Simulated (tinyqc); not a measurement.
# Thickness from the transmission

Problem. A dielectric of barrier phi1 and mass m1 carries the voltage V, so U = phi1 - V x/t1. At E = 0 the WKB exponent is S = (4 t1/(3 V)) sqrt(m1/C) [phi1^1.5 - max(phi1 - V, 0)^1.5], C = hbar^2/(2 m0), and T = exp(-S). Find S, t1 and the field.

Parameters, values chosen for the exercise: barrier of layer 1 above the emitter Fermi level at zero bias phi1 = 3.13 eV; tunnelling mass of layer 1 m1 = 0.48 m0; voltage across the dielectric V = 4.3 V.

Constants: q = 1.602176634e-19 C, hbar = 1.054571817e-34 J s, m0 = 9.1093837015e-31 kg, hbar^2/(2 m0) = 0.0380998212 eV nm^2. Results are converted to the units shown.

T at E = 0 = 1.5052500e-15

Answer. At fixed V the exponent is proportional to t1.

S = 34.13
t1 = 5.600 nm
field = 7.679 MV/cm

Program tinyqc, `OMP_NUM_THREADS=1 python tinyqc.py 2540037 2540038 out.jsonl`; Intel Xeon 2.30GHz, shared host, one thread, about 0.03 s.
